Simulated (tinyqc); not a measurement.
## Schottky barrier on an n-type semiconductor with a doping step, non-linear Poisson equation by Newton steps: Capacitance-voltage profiling

One dimension, metal at x = 0, donor density C(x) = N1 for x < x1 and Nd beyond. Energies are counted from the electron Fermi level of the semiconductor and the conduction-band edge is Ec = -psi, so n = Nc exp(psi/Vt); holes follow the Fermi level of the metal, at -V, so p = Nv exp((V - psi - Eg)/Vt). Ends: psi(0) = V - phiB and psi = Vt ln(Nd/Nc) deep inside. Boltzmann statistics, full ionisation, no current, no image force in the Poisson equation.

The Poisson equation d/dx(eps0 eps_r dpsi/dx) = -q (p - n + C) is solved on a mesh of about 1000 nodes or more that ends in neutral material. C_s = q d/dV of the integral of n over x, from the linearised equation. Probed depth w = eps0 eps_r/C_s; apparent doping N_app = C_s^3/(q eps0 eps_r dC_s/dV), the derivative by central differences over +/- 0.02 V.

Parameters, values chosen for the exercise; band and dielectric values close to those of In0.53Ga0.47As:
- T = 350 K (temperature)
- Eg = 0.736 eV (band gap)
- eps_r = 14 (relative permittivity)
- Nc = 2.61e17 cm^-3 (conduction-band density of states at T)
- Nv = 9.55e18 cm^-3 (valence-band density of states at T)
- Nd = 4.5e16 cm^-3 (donor density deep in the semiconductor)
- phiB = 0.49 eV (barrier height)
- x1 = 240 nm (depth of the doping step)
- N1 = 4.5e15 cm^-3 (donor density above the step)

Constants: q = 1.602176634e-19 C, kB = 1.380649e-23 J/K, Vt = kB T/q, eps0 = 8.8541878128e-14 F/cm where lengths are in cm. Results are converted to the units shown.

The same in every row: true C(w) (cm^-3) = 4.50e16.

Results:
```
V (V)	C_s (nF/cm^2)	w (nm)	N_app (cm^-3)	|E_0| (kV/cm)
0	51.5	241	1.87e16	23.7
-0.2	46.7	265	3.17e16	31.5
-0.4	44.1	281	4.00e16	38.7
-0.8	40.6	305	4.46e16	52.3
-1	39.2	317	4.49e16	58.7
-1.2	37.9	327	4.50e16	64.9
-1.4	36.7	338	4.50e16	70.9
-1.6	35.7	348	4.50e16	76.7
-1.8	34.7	357	4.50e16	82.4
-2	33.8	367	4.50e16	87.9
```

Estimate the missing row, V = -0.6 V.

Computed row:
```
V (V)	C_s (nF/cm^2)	w (nm)	N_app (cm^-3)	|E_0| (kV/cm)
-0.6	42.2	294	4.35e16	45.6
```

With this row back in the table: C_s falls from 51.5 to 33.8 nF/cm^2 while the probed depth goes from 241 to 367 nm. The apparent doping rises from 1.87e16 to 4.50e16 cm^-3. It departs most from the true doping at that depth for V = 0 V, where it is 58 % below it; the method senses the electrons at the edge of the depleted layer, which are smeared over a few Debye lengths (LD = 23 nm at Nd), so it cannot follow a doping that changes on that scale.

Numbers from tinyqc (`OMP_NUM_THREADS=1 python tinyqc.py 2020045 2020046 out.jsonl`; about 0.09 s on one thread of a shared Intel Xeon 2.30GHz).
